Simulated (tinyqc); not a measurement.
LCCD on RHF in the sto-3g basis, for H2, spin multiplicity 1, step by step. Computed by tinyqc, a small Python program that keeps every step (integrals from PySCF). Settings: charge = 0, multiplicity = 1, basis = sto-3g, method = RHF, energy threshold = 1e-10, iteration cap = 89, orthogonalisation = canonical, start = Wolfsberg-Helmholz matrix, DIIS depth = 6, amplitude equations = LCCD, DIIS depth for amplitudes = 4, cap on updates = 52. Command: `OMP_NUM_THREADS=1 python tinyqc.py 23570 23571 out.jsonl` (the two numbers bound the seeds that draw the settings). One thread of a shared host (Intel(R) Xeon(R) Processor @ 2.60GHz), about 0.03 s of CPU time with the checks. Later iterations appear only in the table of the cycle.

## One-electron integrals

Geometry (angstrom):
```
atom        x        y        z
H     0.00000  0.00000  0.00000
H     0.00000  0.00000  0.81000
```

Basis sto-3g: exponents (1/bohr^2) and contraction coefficients of normalised primitives:
```
element  l (shell)  exponent  coefficient
H            s (1)   3.42525      0.15433
H            s (1)   0.62391      0.53533
H            s (1)   0.16886      0.44463
```

Overlap, kinetic and nuclear-attraction integrals over the contracted functions; the nuclear repulsion is the sum of Za Zb / Rab.

nuclear repulsion = 0.6533052 hartree

overlap S:
```
         1H 1s    2H 1s
1H 1s  1.00000  0.61435
2H 1s  0.61435  1.00000
```

kinetic energy T (hartree):
```
         1H 1s    2H 1s
1H 1s  0.76003  0.19734
2H 1s  0.19734  0.76003
```

nuclear attraction V (hartree):
```
          1H 1s     2H 1s
1H 1s  -1.83765  -1.07642
2H 1s  -1.07642  -1.83765
```

core Hamiltonian H = T + V (hartree):
```
          1H 1s     2H 1s
1H 1s  -1.07762  -0.87908
2H 1s  -0.87908  -1.07762
```

## Two-electron integrals

Functions are numbered as in S; the eight-fold symmetry (ij|kl) = (ji|kl) = (kl|ij) leaves the list below.

Two-electron integrals (ij|kl) in chemists' order, unique and non-zero (hartree):
```
(11|11) 0.77461   (21|11) 0.40547   (21|21) 0.25353   (22|11) 0.54399
(22|21) 0.40547   (22|22) 0.77461
```

## Orthogonalisation

S = U s U^T; canonical form X = U s^(-1/2), so that X^T S X = 1. Each column of U has its largest component positive (the first on a tie).

eigenvalues of S: 0.38565  1.61435

X:
```
              1        2
1H 1s   1.13864  0.55653
2H 1s  -1.13864  0.55653
```

## Starting guess

The start is the generalised Wolfsberg-Helmholz matrix (K = 1.75) built on H; D = 2 C_occ C_occ^T.

D at the start:
```
         1H 1s    2H 1s
1H 1s  0.61945  0.61945
2H 1s  0.61945  0.61945
```

## Iteration 1: building the Fock matrix

J_ij = sum D_kl (ij|kl), K_ij = sum D_kl (ik|jl); F = H + J - 0.5 K; E = tr D H + tr D J / 2 - 0.25 tr D K + E_nn.

Coulomb J (hartree):
```
         1H 1s    2H 1s
1H 1s  1.31914  0.81643
2H 1s  0.81643  1.31914
```

exchange K (hartree):
```
         1H 1s    2H 1s
1H 1s  1.13921  0.99636
2H 1s  0.99636  1.13921
```

Fock matrix F (hartree):
```
          1H 1s     2H 1s
1H 1s  -0.32809  -0.56083
2H 1s  -0.56083  -0.32809
```

total energy of this density = -1.1093970 hartree

## Iteration 1: diagonalisation and new density

Diagonalise F' = X^T F X, C = X C', fill 1 alpha and 1 beta electrons from the bottom; D = 2 C_occ C_occ^T. Each column has its largest component positive (the first on a tie).

F' = X^T F X (hartree):
```
         1         2
1  0.60350   0.00000
2  0.00000  -0.55063
```

orbital energies (hartree): MO1 -0.55063, MO2 0.60350

coefficients C:
```
           MO1       MO2
1H 1s  0.55653   1.13864
2H 1s  0.55653  -1.13864
```

D after iteration 1:
```
         1H 1s    2H 1s
1H 1s  0.61945  0.61945
2H 1s  0.61945  0.61945
```

## Iteration 2 (converged): orbitals

converged F (hartree):
```
          1H 1s     2H 1s
1H 1s  -0.32809  -0.56083
2H 1s  -0.56083  -0.32809
```

As before.

F' = X^T F X (hartree):
```
         1         2
1  0.60350   0.00000
2  0.00000  -0.55063
```

orbital energies (hartree): MO1 -0.55063, MO2 0.60350

coefficients C:
```
           MO1       MO2
1H 1s  0.55653   1.13864
2H 1s  0.55653  -1.13864
```

D after iteration 2:
```
         1H 1s    2H 1s
1H 1s  0.61945  0.61945
2H 1s  0.61945  0.61945
```

## Convergence

Stop when the energy changes by less than 1e-10 hartree and every element of the error matrix X^T (F D S - S D F) X is below 3e-06.

Course of the cycle:
```
iteration  E (hartree)   change  largest element of the error matrix
1           -1.1093970        -                             2.88e-16
2           -1.1093970  0.00000                             2.88e-16
```

PySCF RHF in the same basis = -1.1093970 hartree

Converged in 2 iterations.

## Populations, bond orders and dipole

Mulliken: Z minus the diagonal of D S on the atom; Loewdin: the same with S^(1/2) D S^(1/2); Mayer order: 2 sum_s sum (D(s) S)_ij (D(s) S)_ji over the two atoms.

Charges (e):
```
atom  Mulliken  Loewdin
1H           0        0
2H     0.00000        0
```

Mayer bond orders:
```
pair    order
2-1   1.00000
```

dipole moment about the origin, x y z (debye): 0.00000  0.00000  0.00000

## Integrals over molecular orbitals

(pq|rs) = sum C_ip C_jq C_kr C_ls (ij|kl), one index at a time.

one-electron integrals over orbitals h = C^T H C (hartree):
```
          1         2
1  -1.21207   0.00000
2   0.00000  -0.51482
```

Two-electron integrals over orbitals (pq|rs), unique and non-zero (hartree):
```
(11|11) 0.66143   (21|21) 0.18521   (22|11) 0.65176   (22|22) 0.68502
```

## LCCD: starting amplitudes

t_ij^ab = <ij||ab> / (e_i + e_j - e_a - e_b), whose energy is MP2.

Starting amplitudes (spin orbitals 1a, 1b, ...; amplitudes related by a flip of all spins are not repeated):
```
from      to         t
1a 1b  2a 2b  -0.08024
```

correlation energy = -0.0148604 hartree

## LCCD: amplitude update 1

t_ij^ab D_ij^ab are set to the remaining terms of the spin-orbital equations, evaluated with the old amplitudes; for the doubles these are <ij||ab> + 1/2 <ab||ef> t_ij^ef + 1/2 <mn||ij> t_mn^ab + P(ij)P(ab) <mb||ej> t_im^ae, D the orbital-energy denominators (linear CCD).

Amplitudes after update 1 (spin orbitals 1a, 1b, ...; amplitudes related by a flip of all spins are not repeated):
```
from      to         t
1a 1b  2a 2b  -0.11118
```

correlation energy = -0.0205913 hartree

## LCCD: amplitude update 2

As before.

Amplitudes after update 2 (spin orbitals 1a, 1b, ...; amplitudes related by a flip of all spins are not repeated):
```
from      to         t
1a 1b  2a 2b  -0.12311
```

correlation energy = -0.0228015 hartree

## LCCD: convergence

E_corr = 1/4 sum <ij||ab> t_ij^ab; stop when the norm of the change is below 1e-8.

Course of the amplitude iterations:
```
update  correlation energy (hartree)  norm of the change
0                         -0.0148604                   -
1                         -0.0205913            6.19e-02
2                         -0.0228015            2.39e-02
3                         -0.0241888            9.20e-03
4                         -0.0241888            1.11e-16
```

Converged amplitudes (spin orbitals 1a, 1b, ...; amplitudes related by a flip of all spins are not repeated):
```
from      to         t
1a 1b  2a 2b  -0.13060
```

LCCD total energy = -1.1335858 hartree

Converged in 4 updates, with DIIS from the third.
